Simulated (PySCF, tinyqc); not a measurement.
Worked calculation: RHF in the sto-6g basis, for H3-, spin multiplicity 1. The basis has no diffuse functions, so it cannot describe the extra electron: this is an exercise in the method, not the real anion. The lowest restricted solution is unstable here: a spin-polarised one lies 0.0506 hartree lower (PySCF). One step of it, computed by the program tinyqc.

Task: Iteration 1: building the Fock matrix. J_ij = sum D_kl (ij|kl), K_ij = sum D_kl (ik|jl); F = H + J - 0.5 K; E = tr D H + tr D J / 2 - 0.25 tr D K + E_nn.

D at the start, lower triangle:
```
           1H 1s     2H 1s     3H 1s
1H 1s   2.132214
2H 1s  -0.739006  0.890153
3H 1s  -0.177211  0.958795  1.284848
```

core Hamiltonian H = T + V (hartree), lower triangle:
```
           1H 1s      2H 1s      3H 1s
1H 1s  -1.114440
2H 1s  -0.352240  -1.020243
3H 1s  -0.277938  -0.082343  -0.990703
```

Two-electron integrals (ij|kl) in chemists' order, unique and non-zero (hartree):
```
(11|11) 0.774999   (21|11) 0.122191   (21|21) 0.030238   (22|11) 0.332176
(22|21) 0.122191   (22|22) 0.774999   (31|11) 0.093029   (31|21) 0.016628
(31|22) 0.051139   (31|31) 0.018496   (32|11) 0.021123   (32|21) 0.005301
(32|22) 0.021918   (32|31) 0.004262   (32|32) 0.001316   (33|11) 0.304552
(33|21) 0.061235   (33|22) 0.212622   (33|31) 0.093029   (33|32) 0.021918
(33|33) 0.774999
```

nuclear repulsion = 0.85764637 hartree

Give: Coulomb J; exchange K; Fock matrix F; total energy of this density.

Result:

Coulomb J (hartree), lower triangle:
```
        1H 1s   2H 1s   3H 1s
1H 1s  2.1664
2H 1s  0.4076  1.5146
3H 1s  0.3404  0.0859  1.7529
```

exchange K (hartree), lower triangle:
```
        1H 1s   2H 1s   3H 1s
1H 1s  1.5215
2H 1s  0.1544  0.6156
3H 1s  0.3003  0.2349  1.0391
```

Fock matrix F (hartree), lower triangle:
```
         1H 1s    2H 1s   3H 1s
1H 1s   0.2912
2H 1s  -0.0219   0.1866
3H 1s  -0.0876  -0.1139  0.2427
```

total energy of this density = -0.718509 hartree
